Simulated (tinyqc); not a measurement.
Atomic layer deposition: Langmuir saturation, growth per cycle and coating of deep features: one step, computed by the program tinyqc. Command: `OMP_NUM_THREADS=1 python tinyqc.py 3013594 3013595 out.jsonl ald walk`. One thread of a shared host (Intel(R) Xeon(R) Processor @ 2.30GHz), about 0.01 s of CPU time with the checks.

Precursor A sticks only on free sites, so a long enough pulse saturates; co-reactant B then frees the sites again.

Problem. The first four cycles. One cycle from coverage th0: pulse A gives th1 = th_s + (th0 - th_s) exp(-(k_a + k_d) t), th_s = k_a/(k_a + k_d); the purge leaves th2 = th1 exp(-k_d t_p); pulse B converts c_B th2 into film and leaves th3 = (1 - c_B) th2. Growth = G c_B th2. Start from th0 = 0.

Inputs (values chosen for the exercise, modelled on silicon dioxide from an aminosilane and ozone):
```
quantity,value,unit
growth per cycle at saturation G,1.3,angstrom
temperature T,250,C
pulse time t,1.5,s
co-reactant completion per pulse c_B,0.95,-
purge time t_p,11,s
```

k_a = 2.495101 1/s

k_d = 3.362588e-04 1/s

Give: Cycles.

Solution.

Cycles:
```
cycle,th0,th1,th2,th3,growth (angstrom)
1,0.000000,0.97619,0.97259,0.048629,1.2011
2,0.048629,0.97734,0.97373,0.048687,1.2026
3,0.048687,0.97734,0.97373,0.048687,1.2026
4,0.048687,0.97734,0.97373,0.048687,1.2026
```
